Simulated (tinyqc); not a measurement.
# Tunnelling through a two-layer gate stack, WKB transmission and Tsu-Esaki current: effect of the thickness t2 at fixed voltage

Electrons leave the emitter at x = 0. Energies E (motion across the layers) are in eV from the emitter Fermi level; the collector Fermi level lies at -V and offers states at every E. No charge in the dielectric and no image force: F1 = V/(t1 + t2 eps1/eps2), F2 = F1 eps1/eps2; U = phi1 - F1 x in layer 1 and phi2 - F1 t1 - F2 (x - t1) in layer 2. With C = hbar^2/(2 m0), kappa = sqrt(m (U - E)/C) where U > E and 0 elsewhere; T(E) = exp(-S), S = 2 times the integral of kappa over x.

Each layer adds (2/F) sqrt(m/C) [G(u at its left edge) - G(u at its right edge)] to S, with u = U - E (0 where negative) and G(u) = (2/3) u^1.5. J = J0 times the integral of T(E) N(E) dE, N = ln[(1 + exp(-E/Vt))/(1 + exp((-E - V)/Vt))], J0 = q^2 me m0 kB T/(2 pi^2 hbar^3) (times 1e-4 for A/cm^2 per eV), from E = -Ef to far above the barrier (T = 1 there), by quadrature converged to the digits shown.

Values chosen for this exercise; layer 1 close to silicon nitride, layer 2 close to hafnium oxide: temperature T = 300 K; Fermi energy of the emitter above its band bottom Ef = 0.31 eV; emitter mass in the supply function me = 1 m0; barrier of layer 1 above the emitter Fermi level at zero bias phi1 = 2.07 eV; tunnelling mass of layer 1 m1 = 0.49 m0; thickness of layer 1 t1 = 0.8 nm; relative permittivity of layer 1 eps1 = 7.64; barrier of layer 2 at zero bias phi2 = 1.47 eV; tunnelling mass of layer 2 m2 = 0.2 m0; relative permittivity of layer 2 eps2 = 22.6; voltage across the dielectric V = 0.3 V.

Constants: q = 1.602176634e-19 C, kB = 1.380649e-23 J/K, hbar = 1.054571817e-34 J s, m0 = 9.1093837015e-31 kg, Vt = kB T/q, hbar^2/(2 m0) = 0.0380998212 eV nm^2. Results are converted to the units shown.

Results:
```
t2 (nm)  S at E = 0   T(E = 0)  J (A/cm^2)  mean E of the current (eV)
2             18.29   1.140e-8       3.052                     -0.1592
2.49          20.85  8.838e-10      0.2041                     -0.1517
2.97          23.36  7.192e-11     0.01447                     -0.1441
3.94          28.43  4.483e-13    6.983e-5                     -0.1284
4.43          31.00  3.439e-14    4.759e-6                     -0.1203
4.91          33.52  2.775e-15    3.447e-7                     -0.1123
5.4           36.09  2.123e-16    2.380e-8                     -0.1041
```

Estimate the missing row, t2 = 3.46 nm.

Computed row:
```
t2 (nm)  S at E = 0   T(E = 0)  J (A/cm^2)  mean E of the current (eV)
3.46          25.92  5.538e-12    9.754e-4                     -0.1362
```

With this row back in the table: J falls from 3.05 to 2.38e-8 A/cm^2: 2.40 decades a nanometre between the first two rows and 2.37 between the last two. The exponent S alone gives dS/dt/ln 10 = 2.27 and 2.28.

Computed by the program tinyqc: `OMP_NUM_THREADS=1 python tinyqc.py 2540033 2540034 out.jsonl`, one thread of a shared Intel Xeon 2.30GHz, about 0.02 s for the whole run.
